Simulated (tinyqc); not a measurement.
Time-dependent dielectric breakdown: cell percolation, Weibull statistics, area scaling and voltage extrapolation: one step, computed by the program tinyqc. Command: `OMP_NUM_THREADS=1 python tinyqc.py 3008829 3008830 out.jsonl tddb walk`. One thread of a shared host (Intel(R) Xeon(R) Processor @ 2.30GHz), about 0.01 s of CPU time with the checks.

The oxide is divided into columns of area a^2, each holding m = t_ox/a cells (m is taken as continuous). A share lambda(t) = (t/t_1)^alpha of the cells is defective, and a column whose cells are all defective breaks down.

Question. A sample of breakdown times. Each device fails at t = t63 (-ln(1 - u))^(1/beta). Sort the times; median rank F_i = (i - 0.3)/(n_s + 0.4) for n_s devices; W = ln(-ln(1 - F_i)).

characteristic life t63 = 72038.85 s

uniform random numbers u: 0.2593  0.4275  0.2433  0.3625  0.8527  0.2758  0.8877  0.2223  0.0127  0.4177  0.4201

Weibull slope beta = 1.486154

Give: Weibull plot.

Answer.

Weibull plot:

| i | t (s) | F_i | ln t | W |
|---|---|---|---|---|
| 1 | 3.8329e+03 | 0.06140 | 8.251 | -2.7588 |
| 2 | 2.8451e+04 | 0.14912 | 10.256 | -1.8233 |
| 3 | 3.0500e+04 | 0.23684 | 10.325 | -1.3083 |
| 4 | 3.2054e+04 | 0.32456 | 10.375 | -0.9355 |
| 5 | 3.3654e+04 | 0.41228 | 10.424 | -0.6320 |
| 6 | 4.2107e+04 | 0.50000 | 10.648 | -0.3665 |
| 7 | 4.7634e+04 | 0.58772 | 10.771 | -0.1210 |
| 8 | 4.7878e+04 | 0.67544 | 10.776 | 0.1180 |
| 9 | 4.8635e+04 | 0.76316 | 10.792 | 0.3649 |
| 10 | 1.1155e+05 | 0.85088 | 11.622 | 0.6434 |
| 11 | 1.2195e+05 | 0.93860 | 11.711 | 1.0261 |

Caution: t_1 is an input here; in a real oxide it changes with thickness at fixed voltage.
